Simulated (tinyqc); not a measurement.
# Metal-interlayer-semiconductor contact, depinning against tunnelling resistance, step by step

Numbers from tinyqc (`OMP_NUM_THREADS=1 python tinyqc.py 2270112 2270113 out.jsonl`; about 0.03 s on one thread of a shared Intel Xeon 2.30GHz). Printed values are rounded.

Zero bias, n-type semiconductor. Gap states at the semiconductor surface thin out as exp(-be ti), which unpins the barrier; electrons must then cross the interlayer (a rectangular barrier, no voltage drop across it) and the parabolic depleted layer, both by WKB. Energies E are counted from the Fermi level; no image force, parabolic bands.

Parameters, values chosen for the exercise; semiconductor values close to those of silicon; interlayer mass of the order of that in silicon dioxide, offset chosen freely:

| symbol | value | unit | meaning |
|---|---|---|---|
| T | 300 | K | temperature |
| Eg | 1.14 | eV | band gap |
| eps_r | 11.9 |  | relative permittivity |
| chi | 4.17 | eV | electron affinity |
| Nc | 2.8e19 | cm^-3 | conduction-band density of states at T |
| mt | 0.197 | m0 | tunnelling mass in the semiconductor |
| mA | 2.03 | m0 | Richardson mass |
| Nd | 6e18 | cm^-3 | donor density |
| E0 | 0.35 | eV | charge-neutrality level above the valence band |
| S0 | 0.28 |  | pinning factor without interlayer |
| phiM | 4.48 | eV | metal work function |
| ti | 0.3 | nm | interlayer thickness |
| dE | 3.17 | eV | conduction-band offset of the interlayer above the semiconductor |
| mi | 0.46 | m0 | tunnelling mass in the interlayer |
| be | 5.2 | 1/nm | decay constant of gap states through the interlayer |

Constants: q = 1.602176634e-19 C, kB = 1.380649e-23 J/K, eps0 = 8.8541878128e-12 F/m, hbar = 1.054571817e-34 J s, h = 6.62607015e-34 J s, m0 = 9.1093837015e-31 kg, Vt = kB T/q, hbar^2/(2 m0) = 0.0380998212 eV nm^2. Results are converted to the units shown.

## Pinning, barrier and scales

S = 1/(1 + (1/S0 - 1) exp(-be ti)); phiB = S (phiM - chi) + (1 - S)(Eg - E0); xi = Ec - EF deep inside, from Nd = Nc F(-xi/Vt), F(x) = (2/sqrt(pi)) int_0^infinity sqrt(u) du/(1 + exp(u - x)); band bending U = phiB - xi; E00 = (hbar/2) sqrt(Nd/(eps0 eps_r mt m0)) in volts; A = 4 pi q mA m0 kB^2/h^3.

S = 0.649203
phiB = 0.478382 eV
xi = 0.0378708 eV
U = 0.440512 eV
E00 = 0.0297027 eV
A = 243.952 A/(cm^2 K^2)

The interlayer moves the barrier from 0.656 eV to 0.478 eV; the unpinned limit is phiM - chi = 0.310 eV. E00/Vt = 1.15: by the usual rule of thumb (0.5 to 5) thermionic-field emission.

## Exponents and integrand on an energy grid

E, point 0 to 16 (eV): [0.04, 0.06625, 0.0925, 0.11875, 0.145, 0.17125, 0.1975, 0.22375, 0.25, 0.27625, 0.3025, 0.32875, 0.355, 0.38125, 0.4075, 0.43375, 0.46]

With U = phiB - xi: for xi < E < phiB, y = (E - xi)/U and G1 = (U/E00) [sqrt(1 - y) - y ln((1 + sqrt(1 - y))/sqrt(y))], G1 = 0 above phiB; G2 = 2 ti sqrt(mi max(phiB + dE - E, 0)/C), C = hbar^2/(2 m0); f = 1/(1 + exp(E/Vt)); integrand exp(-G1 - G2) f.

```
point       G1       G2           f  integrand (1e-8)
0      14.5541  3.96027    0.175481           0.15979
1      12.3885  3.94584   0.0715803           0.57662
2      10.7461  3.93136   0.0271710           1.14748
3       9.3397  3.91682   0.0100165           1.75175
4       8.0947  3.90223  0.00365190           2.25080
5       6.9752  3.88758  0.00132602           2.54048
6       5.9604  3.87288  4.80770e-4           2.57862
7       5.0370  3.85812  1.74217e-4           2.38769
8       4.1959  3.84330  6.31186e-5           2.03594
9       3.4309  3.82843  2.28662e-5           1.60876
10      2.7379  3.81350  8.28362e-6           1.18297
11      2.1144  3.79851  3.00083e-6           0.81152
12      1.5594  3.78347  1.08708e-6           0.51985
13      1.0737  3.76836  3.93805e-7           0.31073
14      0.6603  3.75319  1.42660e-7           0.17281
15      0.3256  3.73796  5.16798e-8           0.08882
16      0.0850  3.72266  1.87215e-8           0.04156
```

## Contact resistivity

1/rho_c = (A T^2/Vt^2) I, with I the trapezoid sum of the integrand over the grid.

I = 5.26720e-9 eV
rho_c = 0.0057791 ohm cm^2

A fine grid from xi upwards gives rho_c = 0.005754 ohm cm^2; the coarse value is 0.43 % above it. The integrand peaks at E = 0.19 eV, and 0.11 % of the current flows above phiB. Tunnelling through the interlayer costs a factor of 47.8 at this barrier height; the bare contact (ti = 0) has rho_c = 0.0131 ohm cm^2, so with the interlayer rho_c is 56 % below that.
